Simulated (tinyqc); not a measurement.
What each parameter does: band edges of strained Si(1-x)Ge(x) on relaxed Si(1-y)Ge(y).

Values are linear in the Ge fraction but for ED(x) = linear - CD x (1 - x) and a(x) = linear - Ca x (1 - x). Energies are on the common scale of Ev.

Coherent growth on a (001) face: e_par = (a(y) - a(x))/a(x), e_perp = -2 (C12/C11) e_par; exx = eyy = e_par, ezz = e_perp, no shear.

A valley with unit axis u lies at Ev + gap + (av + a_valley) tr(e) + Xu (u.e.u - tr(e)/3); the Delta axes are x, y, z and the L axes [111], [1-1-1], [-11-1], [-1-11]. The second-order shift of the Delta valleys under shear is left out; it lowers the pair normal to the sheared plane by tens of meV at a shear of 1 %.

Valence edges: Ev plus the levels of the 6 x 6 matrix of X, Y, Z times spin with -Dso/3 + l exx + m (eyy + ezz) on the diagonal (cyclic), n exy off it, l = av + 2 b, m = av - b, n = sqrt(3) d. Spin-orbit term (Dso/3) L.sigma on X, Y, Z with (L_k)_ij = -i epsilon_kij: <X+|H|Y+> = -i Dso/3, <X+|H|Z-> = Dso/3, <Y+|H|Z-> = -i Dso/3, <Z+|H|X-> = -Dso/3, <Z+|H|Y-> = i Dso/3, <X-|H|Y-> = i Dso/3, and their conjugates; + and - are the spin along z.

Inputs chosen for the exercise (end members near Si and Ge, in this order; not measured data): a = (5.43, 5.653) angstrom (lattice constant); Dso = (0.044, 0.293) eV (spin-orbit splitting); av = (2.44, 1.24) eV (valence hydrostatic potential); b = (-2.08, -2.54) eV (tetragonal shear potential); d = (-4.74, -5.33) eV (trigonal shear potential); C11 = (163.3, 130.3) GPa; C12 = (64.3, 48.4) GPa; C44 = (80, 66.2) GPa; Ev = (0, 0.6) eV (top of the unstrained valence band); ED = (1.176, 0.922) eV (gap to the Delta valleys); EL = (2.019, 0.741) eV (gap to the L valleys); aD = (1.64, 1.28) eV (hydrostatic potential of the Delta gap); aL = (-3.26, -2.97) eV (hydrostatic potential of the L gap); XuD = (9.42, 9.34) eV (uniaxial potential, Delta); XuL = (16.17, 15.1) eV (uniaxial potential, L); CD = 0.182 eV (bowing of the Delta gap); Ca = 0 angstrom (bowing of the lattice constant); face = 001 (growth face); x = 0.14 (Ge fraction of the layer); y = 0 (Ge fraction of the relaxed buffer).

dEc = Ec(buffer) - Ec(layer), dEv = Ev(layer) - Ev(buffer); buffer edges Ev(y) and Ev(y) + min(ED, EL).

One parameter was then changed.

Results before and after:
```
case     gap (eV)  valence splitting (meV)  dEc (eV)  dEv (eV)
base       1.0537                     30.2    0.0323    0.0900
changed    1.0504                     32.6    0.0323    0.0933
```

Which of these changes was made? (a) y = 0.03; (b) b = (-2.392, -2.921) eV; (c) XuL = (18.596, 17.365) eV; (d) x = 0.17; (e) CD = 0.232 eV; (f) aD = (1.886, 1.472) eV; (g) Dso = (0.051, 0.337) eV; (h) d = (-5.451, -6.129) eV.

Answer: (b) b = (-2.392, -2.921) eV. Of the candidates, run in turn, only this one gives the changed row.

All candidates:
```
case                       gap (eV)  valence splitting (meV)  dEc (eV)  dEv (eV)
base                         1.0537                     30.2    0.0323    0.0900
x = 0.17                     1.0284                     35.1    0.0378    0.1098
y = 0.03                     1.0676                     25.9    0.0248    0.0707
CD = 0.232 eV                1.0476                     30.2    0.0383    0.0900
b = (-2.392, -2.921) eV      1.0504                     32.6    0.0323    0.0933
d = (-5.451, -6.129) eV      1.0537                     30.2    0.0323    0.0900
XuL = (18.596, 17.365) eV    1.0537                     30.2    0.0323    0.0900
Dso = (0.051, 0.337) eV      1.0537                     31.9    0.0323    0.0900
aD = (1.886, 1.472) eV       1.0520                     30.2    0.0340    0.0900
```

The lowest valleys of the layer are Delta4, so among the conduction-band potentials only those of that family reach the gap and dEc; the buffer is unstrained. A shift large enough to swap the lowest family would change that.

Program tinyqc; command `OMP_NUM_THREADS=1 python tinyqc.py 1050192 1050193 out.jsonl`; about 0.02 s on one thread of a shared Intel(R) Xeon(R) Processor @ 2.30GHz.
